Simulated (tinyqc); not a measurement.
Comparisons within one model: free and nearly free electrons in a metal. A value that a table varies takes the place of the one given here.

The cubic cell holds 4 atoms: n = 4 z/a^3, kF = (3 pi^2 n)^(1/3), EF = c kF^2/m, vF = 2 c kF/(m hbar), c = hbar^2/2m0; rs = (3/(4 pi n))^(1/3)/a0; D(EF) = 3 n/(2 EF).

Square wire of width w with grain size w: rho/rho0 = 1/(1 - 3 al/2 + 3 al^2 - 3 al^3 ln(1 + 1/al)) + (3/4) (1 - p) l/w, with al = (l/w) Rg/(1 - Rg) (Mayadas-Shatzkes plus the thick-wire form of Fuchs-Sondheimer); l = hbar kF/(n e^2 rho), e = 1.602176634e-19 C.

Constants: hbar^2/2m0 = 3.80998211 eV angstrom^2; hbar = 6.58211957e-16 eV s; a0 (Bohr radius) = 0.5291772105 angstrom.

Values chosen for the exercise (near those of Co, whose d bands this model ignores; not measured data): a = 3.549 angstrom (fcc lattice constant); z = 2 (free electrons an atom); m = 1 m0 (mass); rho = 6.58 micro-ohm cm (bulk resistivity); p = 0 (specularity of the surfaces); Rg = 0.6 (reflection at grain boundaries); w = 30 nm (wire width).

## Resistivity of narrow wires

Wires:
```
w (nm)     al  grain term (factor - 1)  surface term  rho (micro-ohm cm)
200     0.046                    0.067         0.023                7.17
100     0.091                    0.133         0.046                7.76
50      0.182                    0.262         0.091                8.91
30      0.304                    0.432         0.152               10.42
20      0.456                    0.641         0.228               12.30
14      0.652                    0.907         0.326               14.69
10      0.912                    1.260         0.456               17.87
7       1.303                    1.786         0.652               22.62
```

l = 6.08 nm

At 7 nm the resistivity is 3.44 times the bulk value; grain boundaries add more (1.79 from grains, 0.65 from surfaces). It passes twice the bulk value between 20 and 14 nm. 

## What sets the wire resistivity

All results formed anew. Each row changes one parameter from the base and keeps the others.

Results:
```
case                      EF (eV)  l (nm)  wire rho (micro-ohm cm)
base                       11.580    6.08                   10.421
a = 3.655 angstrom         10.918    6.45                   10.650
m = 1.2 m0                  9.650    6.08                   10.421
rho = 7.896 micro-ohm cm   11.580    5.07                   11.751
p = 0.3                    11.580    6.08                   10.121
Rg = 0.42                  11.580    6.08                    8.977
w = 21 nm                  11.580    6.08                   12.030
```

The largest shifts from the base row, up to three for each result and ties (the steps differ in size, so this ranks the rows, not the parameters). EF (eV): m -1.930, a -0.662; unchanged at the printed digits by rho, p, Rg and w. l (nm): rho -1.01, a +0.37; unchanged at the printed digits by m, p, Rg and w. wire rho (micro-ohm cm): w +1.608, Rg -1.444, rho +1.330; unchanged at the printed digits by m. The mass drops out of l at given rho, because vF falls and tau rises by the same factor.

Run: tinyqc, `OMP_NUM_THREADS=1 python tinyqc.py 1682480 1682481 out.jsonl`; Intel(R) Xeon(R) Processor @ 2.30GHz, one thread, shared host; about 0.01 s of CPU time with all checks.
